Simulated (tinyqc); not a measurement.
MP2 on RHF in the 6-31g basis, for H2, spin multiplicity 1, step by step. One step of it, computed by the program tinyqc.

Problem. Iteration 9 (converged): orbitals. Diagonalise F' = X^T F X, C = X C', fill 1 alpha and 1 beta electrons from the bottom; D = 2 C_occ C_occ^T. Each column has its largest component positive (the first on a tie).

converged F (hartree):
```
,1H 1s,1H 2s,2H 1s,2H 2s
1H 1s,-0.080127,-0.527378,-0.593804,-0.537127
1H 2s,-0.527378,-0.340536,-0.537127,-0.373589
2H 1s,-0.593804,-0.537127,-0.080127,-0.527378
2H 2s,-0.537127,-0.373589,-0.527378,-0.340536
```

X:
```
,1H 1s,1H 2s,2H 1s,2H 2s
1H 1s,1.316944,-0.506454,-0.245648,0.091489
1H 2s,-0.506454,2.102537,0.091489,-1.158701
2H 1s,-0.245648,0.091489,1.316944,-0.506454
2H 2s,0.091489,-1.158701,-0.506454,2.102537
```

Give: F' = X^T F X; orbital energies; coefficients C; D after iteration 9.

Solution.

F' = X^T F X (hartree):
```
,1,2,3,4
1,0.6489,-0.5858,-0.5989,-0.0946
2,-0.5858,0.2894,-0.0946,-0.2078
3,-0.5989,-0.0946,0.6489,-0.5858
4,-0.0946,-0.2078,-0.5858,0.2894
```

orbital energies (hartree): MO1 -0.6147, MO2 0.2543, MO3 0.7464, MO4 1.4907

coefficients C:
```
,MO1,MO2,MO3,MO4
1H 1s,0.3368,0.1107,0.7393,-1.1779
1H 2s,0.2565,1.8798,-0.6824,1.4011
2H 1s,0.3368,-0.1107,0.7393,1.1779
2H 2s,0.2565,-1.8798,-0.6824,-1.4011
```

D after iteration 9:
```
,1H 1s,1H 2s,2H 1s,2H 2s
1H 1s,0.2268,0.1728,0.2268,0.1728
1H 2s,0.1728,0.1316,0.1728,0.1316
2H 1s,0.2268,0.1728,0.2268,0.1728
2H 2s,0.1728,0.1316,0.1728,0.1316
```
